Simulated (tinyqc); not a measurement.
Doping from two capacitances.

Inverse problem. An abrupt p-n junction obeys 1/C^2 = 2 (Vbi - V)/(q eps0 eps_r Ne), Ne = Na Nd/(Na + Nd), Vbi = Vt ln(Na Nd/ni^2), V the bias of the p side. Nd is known to be the larger doping. Find Ne, Vbi, Na and Nd.

Parameters, values chosen for the exercise:
- T = 300 K (temperature)
- eps_r = 13.7 (relative permittivity)

Constants: q = 1.602176634e-19 C, kB = 1.380649e-23 J/K, Vt = kB T/q, eps0 = 8.8541878128e-14 F/cm where lengths are in cm. Results are converted to the units shown.

C at V = -0.3 and -5.1 V (nF/cm^2): 19.965298  7.5328412
ni = 6.8473885e11 cm^-3

Answer. The slope of 1/C^2 against -V gives Ne and its intercept Vbi. Then Na Nd = ni^2 exp(Vbi/Vt) and Na + Nd = Na Nd/Ne, so both are roots of one quadratic.

Ne = 3.27e15 cm^-3
Vbi = 0.497 V
Na = 3.70e15 cm^-3
Nd = 2.80e16 cm^-3

tinyqc, about 0.03 s, one thread, Intel Xeon 2.30GHz (shared host): `OMP_NUM_THREADS=1 python tinyqc.py 2000090 2000091 out.jsonl`
